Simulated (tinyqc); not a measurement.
Inside a calculation. Method: UHF in the 3-21g basis, for H2+, spin multiplicity 2. One step of it, computed by the program tinyqc.

Task: Iteration 4: diagonalisation and new density. Diagonalise F' = X^T F X, C = X C', fill 1 alpha and 0 beta electrons from the bottom; D(s) = C_occ C_occ^T. Each column has its largest component positive (the first on a tie).

extrapolated F(alpha) (hartree):
```
           1H 1s      1H 2s      2H 1s      2H 2s
1H 1s  -0.498952  -0.839065  -0.614816  -0.691416
1H 2s  -0.839065  -0.791737  -0.691429  -0.744689
2H 1s  -0.614816  -0.691429  -0.498932  -0.839113
2H 2s  -0.691416  -0.744689  -0.839113  -0.791780
```

extrapolated F(beta) (hartree):
```
           1H 1s      1H 2s      2H 1s      2H 2s
1H 1s   0.003395  -0.416621  -0.286417  -0.323384
1H 2s  -0.416621  -0.381133  -0.323404  -0.355688
2H 1s  -0.286417  -0.323404   0.003294  -0.416664
2H 2s  -0.323384  -0.355688  -0.416664  -0.381157
```

X:
```
           1H 1s      1H 2s      2H 1s      2H 2s
1H 1s   1.240182  -0.482109  -0.038281   0.030777
1H 2s  -0.482109   1.651244   0.030777  -0.672239
2H 1s  -0.038281   0.030777   1.240182  -0.482109
2H 2s   0.030777  -0.672239  -0.482109   1.651244
```

Give: F' = X^T F X; orbital energies; coefficients C; F' = X^T F X; orbital energies; coefficients C; D(alpha) after iteration 4; D(beta) after iteration 4.

Result:

F' = X^T F X (alpha) (hartree):
```
        1       2       3       4
1   0.055  -0.663  -0.316  -0.166
2  -0.663  -0.109  -0.166  -0.238
3  -0.316  -0.166   0.055  -0.664
4  -0.166  -0.238  -0.664  -0.109
```

orbital energies (alpha) (hartree): MO1 -1.135, MO2 -0.262, MO3 0.527, MO4 0.761

coefficients C (alpha):
```
         MO1     MO2     MO3     MO4
1H 1s  0.354  -0.273   0.836   0.935
1H 2s  0.282  -1.068  -0.708  -1.300
2H 1s  0.354   0.273   0.836  -0.935
2H 2s  0.282   1.068  -0.708   1.300
```

F' = X^T F X (beta) (hartree):
```
        1       2       3       4
1   0.417  -0.502  -0.173  -0.041
2  -0.502   0.026  -0.041  -0.135
3  -0.173  -0.041   0.416  -0.502
4  -0.041  -0.135  -0.502   0.026
```

orbital energies (beta) (hartree): MO1 -0.504, MO2 -0.133, MO3 0.637, MO4 0.884

coefficients C (beta):
```
         MO1     MO2     MO3     MO4
1H 1s  0.241   0.181   0.875  -0.957
1H 2s  0.373   1.190  -0.665   1.190
2H 1s  0.241  -0.181   0.875   0.957
2H 2s  0.373  -1.190  -0.665  -1.190
```

D(alpha) after iteration 4:
```
       1H 1s  1H 2s  2H 1s  2H 2s
1H 1s  0.125  0.100  0.125  0.100
1H 2s  0.100  0.080  0.100  0.080
2H 1s  0.125  0.100  0.125  0.100
2H 2s  0.100  0.080  0.100  0.080
```

D(beta) after iteration 4:
```
       1H 1s  1H 2s  2H 1s  2H 2s
1H 1s  0.000  0.000  0.000  0.000
1H 2s  0.000  0.000  0.000  0.000
2H 1s  0.000  0.000  0.000  0.000
2H 2s  0.000  0.000  0.000  0.000
```
